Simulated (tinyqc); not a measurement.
# Stability and critical current from long pulses

Inverse problem. For long pulses a magnetic tunnel junction switches at I = Ic0 [1 - ln(tp/t0)/Delta]. Find Ic0 and Delta.

Inputs (values chosen for the exercise):
- t0 = 1 ns (attempt time)

switching current for pulses of 0.0001 and 1 s (uA): 22.716559  16.393853

Answer. I is linear in ln tp: it equals Ic0 at tp = t0, and the slope is -Ic0/Delta.

Ic0 = 30.6 uA
Delta = 44.6

Numbers from tinyqc (`OMP_NUM_THREADS=1 python tinyqc.py 2450102 2450103 out.jsonl`; about 0.01 s on one thread of a shared Intel Xeon 2.30GHz).
